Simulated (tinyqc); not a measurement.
What each parameter does: strain-driven crossing of the Gamma and L valleys in a germanium-like crystal.

Biaxial loads: e0 is the in-plane strain e_par and the normal is free. (001): e_perp = -2 (C12/C11) e_par; exx = eyy = e_par, ezz = e_perp, no shear. (111): e_perp = -(2 C11 + 4 C12 - 4 C44)/(C11 + 2 C12 + 4 C44) e_par; exx = eyy = ezz = (2 e_par + e_perp)/3 and exy = eyz = ezx = (e_perp - e_par)/3. (110): e_perp = -(C11 + 3 C12 - 2 C44)/(C11 + C12 + 2 C44) e_par; exx = eyy = (e_par + e_perp)/2, ezz = e_par, exy = (e_perp - e_par)/2, eyz = ezx = 0. Uniaxial loads: a stress along n, scaled so that n.e.n = e0, with exx = s11 sxx + s12 (syy + szz), exy = s44 sxy/2, s11 = (C11 + C12)/((C11 - C12)(C11 + 2 C12)), s12 = -C12/((C11 - C12)(C11 + 2 C12)), s44 = 1/C44.

Edges from the unstrained valence top: Gamma at Eg + ac tr(e); an L valley with unit axis u at EgL + aL tr(e) + XuL (u.e.u - tr(e)/3), u along [111], [1-1-1], [-11-1], [-1-11]; valence edges are the levels of the 6 x 6 matrix of X, Y, Z times spin with -Dso/3 + l exx + m (eyy + ezz) on the diagonal (cyclic), n exy off it, l = av + 2 b, m = av - b, n = sqrt(3) d. Spin-orbit term (Dso/3) L.sigma on X, Y, Z with (L_k)_ij = -i epsilon_kij: <X+|H|Y+> = -i Dso/3, <X+|H|Z-> = Dso/3, <Y+|H|Z-> = -i Dso/3, <Z+|H|X-> = -Dso/3, <Z+|H|Y-> = i Dso/3, <X-|H|Y-> = i Dso/3, and their conjugates; + and - are the spin along z.

Values chosen for the exercise (near those of Ge, gaps at low temperature; the results hold for these values, not for the real material): Eg = 0.902 eV (gap at Gamma to the s-like level); EgL = 0.745 eV (gap to L); Dso = 0.295 eV (spin-orbit splitting); ac = -8.27 eV (conduction deformation potential); av = 1.25 eV (valence hydrostatic potential); b = -2.52 eV (tetragonal shear potential); d = -5.27 eV (trigonal shear potential); aL = -1.58 eV (hydrostatic potential of the L edge, Xd + Xu/3); XuL = 16.9 eV (uniaxial potential, L); C11 = 127.5 GPa; C12 = 48.2 GPa; C44 = 68 GPa; load = biaxial (001) (kind of strain); e0 = 0.0147 (size of the strain).

Direct gap, Gamma minus the lowest L edge and the valence splitting.

One parameter was then changed.

Results before and after:

| case | direct gap (eV) | Gamma - L (meV) | valence splitting (meV) |
|---|---|---|---|
| base | 0.6407 | 34.7 | 152.2 |
| changed | 0.6180 | 12.0 | 152.2 |

Which of these changes was made? (a) e0 = 0.0169; (b) ac = -9.5105 eV; (c) C12 = 40.97 GPa; (d) C44 = 78.2 GPa; (e) av = 1.4375 eV; (f) aL = -1.343 eV; (g) b = -2.142 eV.

Answer: (b) ac = -9.5105 eV. Of the candidates, run in turn, only this one gives the changed row.

All candidates:

| case | direct gap (eV) | Gamma - L (meV) | valence splitting (meV) |
|---|---|---|---|
| base | 0.6407 | 34.7 | 152.2 |
| ac = -9.5105 eV | 0.6180 | 12.0 | 152.2 |
| e0 = 0.0169 | 0.5990 | 16.4 | 177.7 |
| aL = -1.343 eV | 0.6407 | 30.3 | 152.2 |
| C12 = 40.97 GPa | 0.6315 | 23.5 | 141.4 |
| C44 = 78.2 GPa | 0.6407 | 34.7 | 152.2 |
| b = -2.142 eV | 0.6560 | 34.7 | 127.3 |
| av = 1.4375 eV | 0.6373 | 34.7 | 152.2 |

Run: tinyqc, `OMP_NUM_THREADS=1 python tinyqc.py 1050747 1050748 out.jsonl`; Intel(R) Xeon(R) Processor @ 2.30GHz, one thread, shared host; about 0.01 s of CPU time with all checks.
